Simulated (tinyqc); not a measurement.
Lateral field, substrate current, probability of reaching the oxide barrier and hot-carrier lifetime of a silicon transistor (pseudo-two-dimensional and lucky-electron models): one step, computed by the program tinyqc.

Local-field models: a lucky carrier gains its energy at the peak field over a path free of collisions. Voltages are magnitudes.

Question. Hot-carrier currents and lifetime. C_ox = 3.9 eps_0/t; F_sat = 2 v_s/mu; V_Dsat = V_ov F_sat L/(V_ov + F_sat L), V_ov = V_G - V_T; I_D/W = C_ox v_s (V_ov - V_Dsat). Scale length l = 0.22 t^(1/3) x_j^(1/2) (all in cm); F_m = sqrt(((V_D - V_Dsat)/l_e)^2 + F_sat^2), with l_e = l + L_n; length of the velocity-saturated region l_e ln((V_D - V_Dsat)/(l_e F_sat) + F_m/F_sat). Substrate current I_sub/I_D = (A_i/B_i)(V_D - V_Dsat) exp(-B_i/F_m); probability of reaching the oxide barrier exp(-phi_b/(e lambda F_m)); lifetime tau = (H/(I_D/W)) exp(phi_it/(e lambda F_m)).

Inputs (values chosen for the exercise, modelled on a silicon n-channel):
```
quantity                              value                      unit
channel length L                        590                        nm
oxide thickness t                        12                        nm
junction depth x_j                      150                        nm
mobility mu                             390                cm^2/(V s)
saturation velocity v_s                 0.9                  1e7 cm/s
threshold voltage V_T                   0.5                         V
gate voltage V_G                        2.2                         V
drain voltage V_D                       5.8                         V
ionisation prefactor A_i              2e+06                      1/cm
ionisation field B_i                   1.74                     MV/cm
hot-carrier mean free path lambda       7.8                        nm
oxide barrier phi_b                     3.1                        eV
interface-trap threshold phi_it         3.8                        eV
lifetime constant H                     300  s microampere/micrometre
length of the depleted extension L_n     58                        nm
```

Drain: lightly doped extension.

Constants: eps_0 = 8.8541878128e-12 F/m.

Give: I_sub/I_D; substrate current I_sub/W; probability of reaching phi_b; lifetime tau; exponent m = phi_it/(e lambda B_i).

Answer.

I_sub/I_D = 0.025129

substrate current I_sub/W = 4.2523 microampere/micrometre

probability of reaching phi_b = 4.5848e-06

lifetime tau = 6.2066e+06 s

exponent m = phi_it/(e lambda B_i) = 2.7999

Since both exponentials depend on 1/F_m, tau I_D scales about as (I_sub/I_D)^(-m) with m = 2.80, which lets I_sub serve as the monitor. The lifetime is 0.0197 times ten years (3.156e8 s).
